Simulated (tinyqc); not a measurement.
## Silicon n-p-n transistor, Gummel numbers and transit times: Cut-off frequency against collector current

One-dimensional n-p-n transistor in the forward active mode at low injection. In the base p(x) = NB exp(-eta x/wb) and ni(x)^2 = ni^2 exp((g0 + g1 x/wb)/Vt); electrons leave the base at vsat; band spikes at the emitter junction and recombination inside the emitter are ignored.

f(x) = p(x) ni^2/ni(x)^2; I(x) = integral from x to wb of f/Dn, plus f(wb)/vsat; base Gummel number GB = I(0); electron density per unit flux n/(J/q) = I/f; base transit time tauB = integral of I/f over the base. ni = sqrt(Nc Nv) exp(-Eg/(2 Vt)), Eg in volts; JC = J0 exp(VBE/Vt), J0 = q ni^2/GB; collector layer one-sided, Wc = sqrt(2 eps0 eps_r (Vbc + VCB)/(q NC)), Vbc = Vt ln(NB exp(-eta) NC/ni^2), Cjc = eps0 eps_r/Wc, tauC = Wc/(2 vsat). Delay 1/(2 pi fT) = tauE + tauB + tauC + tauR with tauE = Vt (Cj + Cjc)/JC and tauR = Rc Cjc. Charge stored in the emitter is left out. The Kirk effect, also left out, sets in near JC = q NC vsat. n(0) = (JC/q) I(0)/f(0).

Parameters, values chosen for the exercise; band and dielectric values close to those of silicon:
- T = 300 K (temperature)
- Eg = 1.1 eV (band gap)
- eps_r = 11.7 (relative permittivity)
- Nc = 2.81e19 cm^-3 (conduction-band density of states at T)
- Nv = 2.66e19 cm^-3 (valence-band density of states at T)
- vsat = 1.01e7 cm/s (saturation velocity)
- wb = 260 nm (neutral base width)
- NB = 1.6e18 cm^-3 (base doping at the emitter edge)
- eta = 1.1 (doping falls as exp(-eta x/wb))
- g0 = 0 eV (gap reduction at the emitter edge of the base)
- g1 = 0 eV (further gap reduction across the base (linear))
- Dn = 7 cm^2/s (electron diffusion coefficient in the base)
- NC = 2e16 cm^-3 (collector doping)
- VCB = 0.3 V (collector-base reverse bias)
- Cj = 4.6 fF/um^2 (emitter junction capacitance)
- Rc = 8 ohm um^2 (emitter plus collector resistance)

Constants: q = 1.602176634e-19 C, kB = 1.380649e-23 J/K, Vt = kB T/q, eps0 = 8.8541878128e-14 F/cm where lengths are in cm. Results are converted to the units shown.

The same in every row: tauB (ps) = 36.11; tauC (ps) = 1.327; tauR (ps) = 0.003091.

Result of one run:

| VBE (V) | tauE (ps) | fT (GHz) | JC/(q NC vsat) | n(0)/NB |
|---|---|---|---|---|
| 0.9318 | 0.2631 | 4.221 | 1.514 | 0.4369 |

Which collector current density JC gave this result: 0.0011, 0.011, 0.023, 0.23 or 0.49 mA/um^2?

JC = 0.49 mA/um^2.

The whole series:

| JC (mA/um^2) | VBE (V) | tauE (ps) | fT (GHz) | JC/(q NC vsat) | n(0)/NB |
|---|---|---|---|---|---|
| 0.0011 | 0.7742 | 117.2 | 1.029 | 0.003399 | 9.808e-4 |
| 0.0023 | 0.7932 | 56.05 | 1.702 | 0.007107 | 0.002051 |
| 0.005 | 0.8133 | 25.78 | 2.517 | 0.01545 | 0.004458 |
| 0.011 | 0.8337 | 11.72 | 3.238 | 0.03399 | 0.009808 |
| 0.023 | 0.8528 | 5.605 | 3.697 | 0.07107 | 0.02051 |
| 0.049 | 0.8723 | 2.631 | 3.972 | 0.1514 | 0.04369 |
| 0.11 | 0.8932 | 1.172 | 4.122 | 0.3399 | 0.09808 |
| 0.23 | 0.9123 | 0.5605 | 4.188 | 0.7107 | 0.2051 |
| 0.49 | 0.9318 | 0.2631 | 4.221 | 1.514 | 0.4369 |

fT rises from 1.03 to 4.22 GHz as the charging time falls as 1/JC; its limit for vanishing tauE is 4.25 GHz, of which the largest delay is tauB (96.4 %). tauE equals the other delays together at JC = 0.00344 mA/um^2. For JC = 0.23, 0.49 JC nears or passes q NC vsat, where base push-out would lower fT. For JC = 0.23, 0.49 the electron density at the emitter edge exceeds a fifth of NB, beyond low injection.

Range of the model: Heavy doping makes emitter or base degenerate; gE and g0 are to be read as apparent gap changes that include this.

Computed by the program tinyqc: `OMP_NUM_THREADS=1 python tinyqc.py 2320136 2320137 out.jsonl`, one thread of a shared Intel Xeon 2.30GHz, about 0.01 s for the whole run.
